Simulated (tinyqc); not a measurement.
## Bandgap voltage reference from two bipolar transistors: effect of the output resistor at T0

Two transistors of area 1 and N carry the same current I. Is(T) = Is (T/T0)^eta exp[(Vg0 q/kB)(1/T0 - 1/T)], VBE1 = Vt ln(I/Is(T)) + I rb, VBE2 = Vt ln(I/(N Is(T))) + I rb/N. The amplifier forces I R1(T) = VBE1 - VBE2 + Vos, with R(T) = R (1 + tc (T - T0)) for both resistors, and the output is Vref = VBE1 + I R2(T). Base currents and the Early effect are neglected.

Vt = kB T/q; I = (Vt ln N + Vos)/(R1(T) - rb (1 - 1/N)). Box coefficient: span of Vref between 233 and 398 K over its average over T and over 165 K. The last column is the R2 that gives zero slope at T0.

Parameters, values chosen for the exercise; values of the order met in silicon bipolar transistors:
- T0 = 300 K (reference temperature)
- Vg0 = 1.142 V (band-gap voltage extrapolated to 0 K)
- eta = 3.9 (temperature exponent of the saturation current)
- Is = 3.5e-18 A (saturation current of the unit transistor at T0)
- N = 8 (area ratio of the second transistor)
- R1 = 34 kohm (resistor across which the difference of VBE falls, at T0)
- tc = 0 ppm/K (temperature coefficient of both resistors)
- Vos = 0.6 mV (offset of the amplifier)
- rb = 0 ohm (series resistance of the unit transistor)

Constants: q = 1.602176634e-19 C, kB = 1.380649e-23 J/K. Results are converted to the units shown.

Results:
```
R2 (kohm)  I at T0 (uA)  Vref at T0 (V)  slope at T0 (uV/K)  box coefficient (ppm/K)  R2 for zero slope (kohm)
304.4             1.599           1.181              -139.7                    126.8                     330.9
314.4             1.599           1.197              -86.98                    80.93                     330.9
324.3             1.599           1.213              -34.80                    38.68                     330.9
330.9             1.599           1.223            -0.01956                    17.98                     330.9
337.5             1.599           1.234               34.76                    25.15                     330.9
357.4             1.599           1.265               139.6                    102.6                     330.9
```

Estimate the missing row, R2 = 347.4 kohm.

Computed row:
```
R2 (kohm)  I at T0 (uA)  Vref at T0 (V)  slope at T0 (uV/K)  box coefficient (ppm/K)  R2 for zero slope (kohm)
347.4             1.599           1.249               86.94                    61.82                     330.9
```

With this row back in the table: As R2 goes from 304.4 to 357.4, Vref rises from 1.181 to 1.265 V and the box coefficient goes from 127 through a minimum of 18.0 (at R2 = 330.9 among the rows listed) to 103 ppm/K. One per cent in R2 moves the slope by 17.4 uV/K.

Numbers from tinyqc (`OMP_NUM_THREADS=1 python tinyqc.py 2062074 2062075 out.jsonl`; about 0.02 s on one thread of a shared Intel Xeon 2.30GHz).
